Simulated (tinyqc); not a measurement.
# Which input was changed?

Model: kinetic Monte Carlo and master equation for a particle on a ring of sites with traps and bias. Computed by tinyqc, a small Python program. Command: `OMP_NUM_THREADS=1 python tinyqc.py 3001406 3001407 out.jsonl kmc which`. One thread of a shared host (Intel(R) Xeon(R) Processor @ 2.30GHz), about 0.07 s of CPU time with the checks.

5 sites on a ring, numbered 1 to 5. The saddle between i and i+1 lies at E0 + s b_i and site i at s eps_i; a force F tilts the landscape, with the saddle half-way.

Inputs (values chosen for the exercise, for a model defect):
```
quantity                          value         unit
reference barrier E0               0.42           eV
scale factor s of the disorder        1            -
attempt frequency nu                6.8          THz
temperature T                       280            K
site spacing a                      2.8     angstrom
force F along the ring          0.00016  eV/angstrom
```

Disorder: random barriers.

site energies eps_i (eV): 0  0  0  0  0

saddle shifts b_i between sites i and i+1 (eV): 0.011  -0.021  -0.017  -0.017  -0.026

Constants: k_B = 8.617333262e-05 eV/K.

Method:
- Rates: k(i to i+1) = nu exp(-(E0 + s b_i - s eps_i - F a/2)/(k_B T)), k(i to i-1) = nu exp(-(E0 + s b_(i-1) - s eps_i + F a/2)/(k_B T)).
- Share right = k right/(k right + k left); mean stay = 1/(k right + k left).
- Master equation dP/dt = W P, W_(i+1,i) = k right, W_(i-1,i) = k left, columns summing to zero. The steady state is its null vector; drift v = a sum P_i (k right - k left). D = a^2 lambda''(0)/2, where lambda(q) is the leading eigenvalue of W with right hops weighted by exp(q) and left hops by exp(-q).
- The slowest relaxation rate is minus the real part of the next eigenvalue of W. 1 angstrom = 1e-8 cm.
- At zero force D0 = a^2 nu exp(-E0/(k_B T)) / [<exp(-s eps/(k_B T))> <exp(s b/(k_B T))>], with means over the ring; Einstein relation v = D0 F/(k_B T); 1 angstrom = 1e-8 cm.

Problem. One of these inputs alone was changed, within the range given: reference barrier E0 (0.21 to 0.84); attempt frequency nu (3.4 to 13.6); temperature T (140 to 560); site spacing a (1.4 to 5.6). Which one, and to what value?

Results:
```
run     slowest relaxation rate (1/s)  drift velocity v (cm/s)  D0 over the value without disorder
before                       303410.1             1.465111e-04                            1.503549
after                          1127.6             5.444744e-07                            1.503549
```

Solution.

Each candidate set to reproduce slowest relaxation rate, and what it then gives:
```
candidate                   range searched  value needed  drift velocity v (cm/s)  D0 over the value without disorder
reference barrier E0 (eV)     0.21 to 0.84        0.5550               5.4447e-07                              1.5035
attempt frequency nu (THz)     3.4 to 13.6  out of reach                        -                                   -
temperature T (K)               140 to 560         211.2               7.0157e-07                              1.5767
site spacing a (angstrom)       1.4 to 5.6  out of reach                        -                                   -
```

Only reference barrier E0 fits every result: it went from 0.42 to 0.555 eV. The next best candidate, temperature T, misses one result by 29 %.
